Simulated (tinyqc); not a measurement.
What moves the results: strained quantum well: band edges, subbands and transparency. A value that a table varies takes the place of the one given here.

Growth on (001), barriers unstrained: tr(e) = e (2 - nu2), Z = b e (1 + nu2); Ec = Ev + Eg + ac tr(e), E_HH = Ev + av tr(e) + Z, E_LH = Ev + av tr(e) - Z (coupling to the split-off band left out).

Masses along z: me, 1/(g1 - 2 g2) for HH, 1/(g1 + 2 g2) for LH, likewise in the barrier; in the plane me, 1/(g1 + g2) for HH and 1/(g1 - g2) for LH (no mixing, which understates the hole masses away from k = 0). Level n solves k L + 2 atan[(k/m)/(kappa/mb)] = n pi, k = sqrt(m E/c), kappa = sqrt(mb (V - E)/c), c = hbar^2/2m0.

Transparency (Bernard-Duraffourg): Fc - Fv equals the lowest transition energy with n = p, n = sum m/(2 pi c) kB T ln(1 + exp((Fc - E)/kB T)) and p likewise over the listed subbands; c = hbar^2/2m0, 1/angstrom^2 = 1e16/cm^2.

Constants: hbar^2/2m0 = 3.80998211 eV angstrom^2; kB = 8.617333262e-05 eV/K; hc = 1239.841984 eV nm.

Values chosen for the exercise (near those of a GaAsP/AlGaAs well; not measured data): nu2 = 0.922 (2 C12/C11); Eg = 1.559 eV (unstrained gap of the well); Ev = -0.852 eV (its valence edge); ac = -7.28 eV; av = 1.22 eV (Ev moves by av tr(e)); b = -1.96 eV (shear potential); Egb = 1.92 eV (gap of the barrier); Evb = -1 eV (its valence edge); L = 42 angstrom (well width); me = 0.0739 m0 (electron mass); g1 = 6.66 (gamma1); g2 = 1.89 (gamma2); meb = 0.1 m0; g1b = 5.7; g2b = 1.6; T = 350 K (temperature); es = (-0.02, -0.014, -0.008, -0.003, 0, 0.003, 0.007, 0.012) (strains); e = 0.0039 (strain in the plane); Ls = (30, 40, 55, 70, 90, 120) angstrom (widths).

## Strain as a design knob

Only the strain is changed; the unstrained gap and the masses are kept.

Results:
```
e (%)  wavelength (nm)  top hole  hh1 - lh1 (meV)  n_tr (1e12/cm^2)  share in top
-2.0               714       hh1              150             0.836          0.92
-1.4               721       hh1              117             0.849          0.89
-0.8               729       hh1               82             0.885          0.81
-0.3               738       hh1               51             0.959          0.68
0.0                743       hh1               33             1.039          0.56
0.3                748       hh1               14             1.155          0.44
0.7                762       lh1              -12             1.207          0.70
1.2                788       lh1              -44             1.111          0.86
```

n_tr is largest at e = +0.7 % (1.21), where hh1 - lh1 = -12 meV and the top subband holds 70 % of the holes, and smallest, 0.84, at -2.0 %. The top hole level turns from hh to lh, and the light from TE to TM, between +0.3 and +0.7 %. The wavelength runs from 714 to 788 nm.

## Width of the well

All levels anew.

Results:
```
L (angstrom)  wavelength (nm)  top hole  hh1 - lh1 (meV)  n_tr (1e12/cm^2)  share in top  n_tr/L (1e18/cm^3)
30                        729       hh1               17             1.126          0.46                3.75
40                        747       hh1                9             1.185          0.41                2.96
55                        765       lh1                0             1.295          0.59                2.35
70                        779       lh1               -7             1.300          0.60                1.86
90                        791       lh1              -13             1.356          0.59                1.51
120                       802       lh1              -18             1.512          0.54                1.26
```

The wavelength tunes by 73 nm. The sheet density at transparency changes from 1.13 to 1.51, the top hole subband holding 0.46 and 0.54 of the holes at the ends, while the volume density falls by a factor 3.0. Critical thickness and carrier escape are left out.

## What each parameter does

Edge wavelength, hh1 - lh1 and n_tr. Each row changes one parameter from the base and keeps the others.

Results:
```
case             wavelength (nm)  hh1 - lh1 (meV)  n_tr (1e12/cm^2)
base                       750.1              8.0             1.198
L = 52 angstrom            762.0              1.6             1.276
e = 0.0019                 746.3             20.7             1.108
Eg = 1.539 eV              757.8              8.0             1.198
b = -2.25 eV               749.2              4.2             1.229
ac = -6.55 eV              749.0              8.0             1.198
me = 0.0813 m0             751.0              8.0             1.270
g1 = 7.06                  749.5              7.0             1.173
T = 390 K                  750.1              8.0             1.348
```

The largest shifts from the base row, up to three for each result and ties (the steps differ in size, so this ranks the rows, not the parameters). wavelength (nm): L +11.8, Eg +7.7, e -3.8; unchanged at the printed digits by T. hh1 - lh1 (meV): e +12.7, L -6.4, b -3.8; unchanged at the printed digits by Eg, ac, me and T. n_tr (1e12/cm^2): T +0.150, e -0.090, L +0.077; unchanged at the printed digits by Eg and ac.

tinyqc: `OMP_NUM_THREADS=1 python tinyqc.py 1252669 1252670 out.jsonl`; about 0.01 s, one thread, shared Intel(R) Xeon(R) Processor @ 2.30GHz.
